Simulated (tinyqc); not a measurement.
# Worked calculation: p-n heterojunction, non-linear Poisson equation by Newton steps, Boltzmann statistics

tinyqc, about 0.05 s, one thread, Intel Xeon 2.30GHz (shared host): `OMP_NUM_THREADS=1 python tinyqc.py 2040089 2040090 out.jsonl` Printed values are rounded; ~0 in a residual or rate marks an entry under 1e-11 of the largest of its column.

One dimension, material 1 (p-type) at x < 0 and material 2 (n-type) at x > 0. Band edges: Ec = -psi in material 1 and -psi + dEc in material 2, Ev = Ec - Eg. Flat quasi-Fermi levels: 0 for holes, +V for electrons. n = Nc F((EFn - Ec)/Vt), p = Nv F((Ev - EFp)/Vt), with F(eta) = exp(eta) (Boltzmann statistics); full ionisation, no interface charge, classical densities; the doping types are chosen for the exercise. The polarisation charge of real nitride interfaces, of order 1e13 cm^-2, is left out.

Inputs (values chosen for the exercise); band and dielectric values close to those of GaN and AlGaN:
```
symbol    value   unit                                          meaning
T           400      K                                      temperature
Eg1        3.38     eV                           band gap of material 1
er1        9.58                     relative permittivity of material 1
Nc1     3.49e18  cm^-3  conduction-band density of states of material 1
Nv1     7.11e19  cm^-3     valence-band density of states of material 1
Eg2        4.03     eV                           band gap of material 2
er2         9.2                     relative permittivity of material 2
Nc2     4.56e18  cm^-3  conduction-band density of states of material 2
Nv2     9.24e19  cm^-3     valence-band density of states of material 2
dEc        0.39     eV                 conduction-band offset Ec2 - Ec1
N1       2.4e18  cm^-3                   acceptor density of material 1
N2       2.4e16  cm^-3                      donor density of material 2
V             0      V                    bias of side 1 against side 2
```

Constants: q = 1.602176634e-19 C, kB = 1.380649e-23 J/K, Vt = kB T/q, eps0 = 8.8541878128e-14 F/cm where lengths are in cm. Results are converted to the units shown.

## Offsets and end potentials

dEv = Ev1 - Ev2 = Eg2 - Eg1 - dEc. Neutrality of the majority carriers far from the junction: Nv1 F((-psi_L - Eg1)/Vt) = N1 and Nc2 F((V + psi_R - dEc)/Vt) = N2. Total bending psi_R - psi_L.

dEv = 0.26 eV
psi_L = -3.26320 V
psi_R = 0.209139 V
psi_R - psi_L = 3.47234 V

The alignment is straddling (type I): dEc and dEv have the same sign.

## Permittivity of the intervals

x, node 0 to 11 (nm): -27.1  -18.2  -11.3  -5.88  -1.65  1.65  9.06  25.7  63.1  147  336  759

er1 or er2; the interface lies midway in its interval, which gets the series value 2 er1 er2/(er1 + er2).

eps_r, interval 0 to 10: 9.58  9.58  9.58  9.58  9.38616  9.2  9.2  9.2  9.2  9.2  9.2

## Couplings between neighbouring nodes

a_i = eps0 eps_r/h_i for the interval from node i to i + 1, with h_i = x_(i+1) - x_i in cm.

coupling a_i, interval 0 to 10 (F/cm^2): 9.53069e-7  1.22932e-6  1.56500e-6  2.00527e-6  2.51839e-6  1.09931e-6  4.89534e-7  2.17804e-7  9.70900e-8  4.30998e-8  1.92573e-8

## Starting potential

material, node 0 to 11: 1  1  1  1  1  2  2  2  2  2  2  2

psi_L on the nodes of material 1 and psi_R on those of material 2.

psi at the start, node 0 to 11 (V): -3.26320  -3.26320  -3.26320  -3.26320  -3.26320  0.20914  0.20914  0.20914  0.20914  0.20914  0.20914  0.20914

## Iteration 1: densities, residual and Jacobian diagonal

n_i = Nc F(a_n), a_n = (V - Ec_i)/Vt; p_i = Nv F(a_p), a_p = (Ec_i - Eg)/Vt; rho_i = p_i - n_i + C_i with C = -N1 or +N2; g_i = (n_i + p_i)/Vt. Box widths w_i = (h_(i-1) + h_i)/2 in cm. Residual F_i = a_i (psi_(i+1) - psi_i) - a_(i-1) (psi_i - psi_(i-1)) + q rho_i w_i; Jacobian: a_(i-1) and a_i beside the diagonal, b_i = -a_(i-1) - a_i - q g_i w_i on it. The two end nodes are fixed.

```
node	n (cm^-3)	p (cm^-3)
0	2.68138e-23	2.4e18
1	2.68138e-23	2.4e18
2	2.68138e-23	2.4e18
3	2.68138e-23	2.4e18
4	2.68138e-23	2.4e18
5	2.4e16	2.94212e-29
6	2.4e16	2.94212e-29
7	2.4e16	2.94212e-29
8	2.4e16	2.94212e-29
9	2.4e16	2.94212e-29
10	2.4e16	2.94212e-29
11	2.4e16	2.94212e-29
```

```
node	residual F (C/cm^2)	diagonal b (F/cm^2)
1	~0	-1.09952e-5
2	~0	-9.66611e-6
3	~0	-8.95280e-6
4	8.74469e-6	-8.72371e-6
5	-8.74469e-6	-3.67743e-6
6	0	-1.72298e-6
7	0	-1.00876e-6
8	0	-9.91474e-7
9	0	-1.66236e-6
10	0	-3.47594e-6
```

## Iteration 1: Newton step

Solve the tridiagonal system a_(i-1) d_(i-1) + b_i d_i + a_i d_(i+1) = -F_i for nodes 1 to 10, with d = 0 on fixed nodes. Each component d is damped to sign(d) Vt ln(1 + |d|/Vt) before it is added.

Newton step d, before damping, node 1 to 10 (V): 0.00073  0.00650  0.03959  0.17168  -2.90915  -2.17034  -1.10599  -0.24436  -0.01428  -0.00018
psi after iteration 1, node 0 to 11 (V): -3.26320  -3.26248  -3.25724  -3.23683  -3.20155  0.05584  0.06580  0.08853  0.13708  0.19719  0.20896  0.20914

## Iteration 2: densities, residual and Jacobian diagonal

As before.

```
node	n (cm^-3)	p (cm^-3)
0	2.68138e-23	2.4e18
1	2.73793e-23	2.35043e18
2	3.18721e-23	2.01911e18
3	5.76116e-23	1.11702e18
4	1.60367e-22	4.01287e17
5	2.81037e14	2.51251e-27
6	3.75209e14	1.88191e-27
7	7.25378e14	9.73436e-28
8	2.96694e15	2.37992e-28
9	1.69710e16	4.16067e-29
10	2.38774e16	2.95723e-29
11	2.4e16	2.94212e-29
```

```
node	residual F (C/cm^2)	diagonal b (F/cm^2)
1	-5.21978e-10	-1.08132e-5
2	-1.20955e-8	-8.57551e-6
3	-6.03546e-8	-6.07543e-6
4	8.01204e-6	-5.22592e-6
5	-8.19038e-6	-3.61839e-6
6	4.72423e-9	-1.59094e-6
7	9.52740e-9	-7.16448e-7
8	1.56996e-8	-3.98534e-7
9	1.00373e-8	-1.21655e-6
10	9.73547e-11	-3.45850e-6
```

## Iteration 2: Newton step

As before.

Newton step d, before damping, node 1 to 10 (V): -0.00016  -0.00102  0.00229  0.03783  -3.10474  -2.85550  -2.31767  -1.24953  -0.09151  -0.00111
psi after iteration 2, node 0 to 11 (V): -3.26320  -3.26264  -3.25824  -3.23462  -3.17601  -0.09967  -0.08686  -0.05704  0.01238  0.15252  0.20787  0.20914

## Course of the Newton iteration

Stop when the largest undamped |d| is below 1e-9 V, or after 80 iterations.

Course of the iteration:
```
iteration	largest |F| (C/cm^2)	largest |d| (V)	at node
1	8.74e-6	2.91	5
2	8.19e-6	3.10	5
3	7.73e-6	3.04	5
4	7.40e-6	2.91	5
5	7.06e-6	2.76	5
6	6.70e-6	2.61	5
7	6.32e-6	2.46	5
8	5.95e-6	2.31	5
9	5.58e-6	2.17	5
...	...	...	...
26	5.36e-7	0.191	5
27	3.63e-7	0.126	5
28	2.19e-7	0.0732	5
29	1.07e-7	0.0339	5
30	3.46e-8	0.0103	5
31	4.57e-9	1.29e-3	5
32	8.47e-11	2.34e-5	5
33	2.88e-14	7.96e-9	5
34	< 1e-18	< 1e-12	5
```

Converged in 34 iterations. Once the step is below 0.1 Vt, 3 more iteration(s) reach the threshold: near the solution the error is roughly squared each time.

## Band edges, densities and displacement

converged psi, node 0 to 11 (V): -3.26320  -3.26303  -3.26172  -3.25435  -3.22764  -3.16937  -3.03778  -2.75172  -2.15647  -1.06135  0.18826  0.20914

Ec, Ev, n and p as defined; D = a_k (psi_(k+1) - psi_k) on the interval that holds the interface.

```
node	Ec (eV)	Ev (eV)	n (cm^-3)	p (cm^-3)
0	3.26320	-0.11680	2.68138e-23	2.4e18
1	3.26303	-0.11697	2.69427e-23	2.38851e18
2	3.26172	-0.11828	2.79871e-23	2.29938e18
3	3.25435	-0.12565	3.46639e-23	1.85649e18
4	3.22764	-0.15236	7.52295e-23	8.55423e17
5	3.55937	-0.47063	6.49875e-27	1.08653e14
6	3.42778	-0.60222	2.95687e-25	2.38803e12
7	3.14172	-0.88828	1.18863e-21	5.94053e8
8	2.54647	-1.48353	3.75697e-14	18.7946
9	1.45135	-2.57865	2.35948	2.99265e-13
10	0.20174	-3.82826	1.30966e16	5.39154e-29
11	0.18086	-3.84914	2.4e16	2.94212e-29
```

D = 146.730 nC/cm^2

## Check against the first integral

Exact first integral: on each side D^2/(2 eps0 er) = G, G = q [Vt (nI_j - nI_b) + Vt (pI_j - pI_b) - C (psi_j - psi_b)], with C = -N1 or +N2, b the neutral end of that side, and nI, pI the densities themselves. D is continuous, so er1 G1(psi_j) = er2 G2(psi_j) fixes psi_j. Ends from Nv1 F((-psi_L - Eg1)/Vt) = N1 and Nc2 F((V + psi_R - dEc)/Vt) = N2. D is counted positive when psi rises towards material 2.

psi_j = -3.20216 V
D = 145.454 nC/cm^2
psi_j - psi_L = 0.0610349 V
psi_R - psi_j = 3.41130 V
Ec1 - EFn at the interface = 3.20216 eV
Ec2 - EFn at the interface = 3.59216 eV

Material 2 takes 98.2 % of the bending. The 12-node mesh gave D = 146.7 nC/cm^2, 0.88 % above the exact value in size.
